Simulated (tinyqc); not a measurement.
Heavy and light holes: cyclotron masses of warped hole bands.

Parameters, chosen for this exercise (near those of Ge; shifted at random, so the results belong to these values and not to a real crystal): g1 = 13.4 (Luttinger gamma1); g2 = 4.23 (gamma2); g3 = 5.69 (gamma3); ths = (0, 20, 35, 50, 65, 80, 90) degrees (angles).

E = c k^2 f(n) with f = g1 -/+ 2 sqrt(g2^2 + 3 (g3^2 - g2^2)(nx^2 ny^2 + ny^2 nz^2 + nz^2 nx^2)). For the orbit through k = 0 perpendicular to b = (sin(theta)/sqrt2, sin(theta)/sqrt2, cos(theta)), mc is the mean of 1/f over the directions n in that plane (180 evenly spaced angles). Quantum effects of the lowest levels are left out.

Cyclotron masses (m0):
```
theta (degrees),heavy,light
0,0.2775,0.0435
35,0.3497,0.0419
50,0.3728,0.0415
65,0.3715,0.0416
80,0.3677,0.0419
90,0.3670,0.0420
```

Give the missing row, theta (degrees) = 20.

Computed row:
```
theta (degrees)   heavy   light
20               0.3060  0.0428
```

The heavy mass varies by 34 % over the table, with its largest listed value at 50 degrees ([111] lies at 54.7) and its smallest at 0; the light mass varies by 4.8 %. The warping term enters both with the same size, but it is set against a small inverse mass in one and a large one in the other (along [111], g1 - 2 g3 = 2.02 and g1 + 2 g3 = 24.78).

Run: tinyqc, `OMP_NUM_THREADS=1 python tinyqc.py 1280354 1280355 out.jsonl`; Intel(R) Xeon(R) Processor @ 2.30GHz, one thread, shared host; about 0.01 s of CPU time with all checks.
